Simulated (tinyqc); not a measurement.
Convergence with the mesh: density of states of one tight-binding band on the simple cubic lattice.

E(k) = -2 t (c1 + c2 + c3) - 4 t2 (c1 c2 + c2 c3 + c3 c1) with ci = cos(2 pi ki); k in fractions of the reciprocal vectors, mesh k_i = j/N with j = 0 .. N-1. Densities are per cell and per spin, so the band holds one state.

Each cube of the mesh, corners numbered 0 to 7 as the binary number (i j l), is cut into six tetrahedra around the diagonal 0-7: 0137, 0157, 0237, 0267, 0457, 0467. For corner energies e1 <= e2 <= e3 <= e4 and eij = ei - ej, the share of the tetrahedron below E is n = (E - e1)^3/(e21 e31 e41) for e1 < E < e2; n = [e21^2 + 3 e21 x + 3 x^2 - (e31 + e42) x^3/(e32 e42)]/(e31 e41) with x = E - e2 for e2 < E < e3; n = 1 - (e4 - E)^3/(e41 e42 e43) for e3 < E < e4; its density of states is g = dn/dE.

Gaussian broadening: g(E) = mean over the mesh of exp(-(E - E_k)^2/(2 sigma^2))/(sigma sqrt(2 pi)), n(E) = mean of erfc((E_k - E)/(sigma sqrt 2))/2.

Parameters, chosen for this exercise:
- t = 1.98 eV (nearest hopping)
- t2 = 0.17 eV (second hopping)
- E = 4.87 eV (energy at which the density is wanted)
- sigma = 0.396 eV (Gaussian width)

At the energy E; the plain count is the share of mesh points below E; the reference is the linear method with N = 36.

Results:

| N | points | g linear | n linear | g Gaussian | n Gaussian | n plain count |
|---|---|---|---|---|---|---|
| 4 | 64 | 0.0586 | 0.8941 | 0.0534 | 0.8754 | 0.8906 |
| 6 | 216 | 0.0601 | 0.8655 | 0.0458 | 0.8429 | 0.8472 |
| 8 | 512 | 0.0613 | 0.8541 | 0.0574 | 0.8333 | 0.8301 |
| 12 | 1728 | 0.0629 | 0.8454 | 0.0645 | 0.8328 | 0.8200 |
| 16 | 4096 | 0.0645 | 0.8422 | 0.0677 | 0.8351 | 0.8259 |
| 20 | 8000 | 0.0655 | 0.8408 | 0.0677 | 0.8358 | 0.8409 |

reference n and g: 0.8391  0.0657

The linear n(E) stays within 0.002 of the reference from N = 20 on. The Gaussian g stays within 1 % of its last value from N = 16 on; it tends to the broadened curve, not the true one. At the last mesh it lies +0.002 1/eV from the reference g and the linear g 0.000. The plain count errs by +0.0018 at the last mesh.

Program tinyqc; command `OMP_NUM_THREADS=1 python tinyqc.py 1650244 1650245 out.jsonl`; about 0.2 s on one thread of a shared Intel(R) Xeon(R) Processor @ 2.30GHz.
